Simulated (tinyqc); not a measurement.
## Segment and feed resistance from two drops

Question. A rail is fed at one end through Rq; K loads of Ij follow, each after a segment Rs. The drop at load j is K Ij Rq + Rs Ij sum_(l=1..j) (K - l + 1). Find Rs, Rq and the worst drop, at the middle, if the rail were fed through Rq at both ends: K Ij Rq/2 + Rs Ij K^2/8 with the load taken as continuous.

Inputs (values chosen for the exercise):

| symbol | value | unit | meaning |
|---|---|---|---|
| K | 8 |  | number of equal loads |
| Ij | 1.1 | mA | current of each load |

drops at the first and at the last load (mV): [4.4, 14.872000]

Answer. The difference of the two drops is Rs Ij K (K - 1)/2, which gives Rs; the first drop then gives Rq.

Rs = 0.340 ohm
Rq = 0.160 ohm
drop at the middle with two feeds = 3.70 mV

Computed by the program tinyqc: `OMP_NUM_THREADS=1 python tinyqc.py 2770195 2770196 out.jsonl`, one thread of a shared Intel Xeon 2.30GHz, about 0.3 s for the whole run.
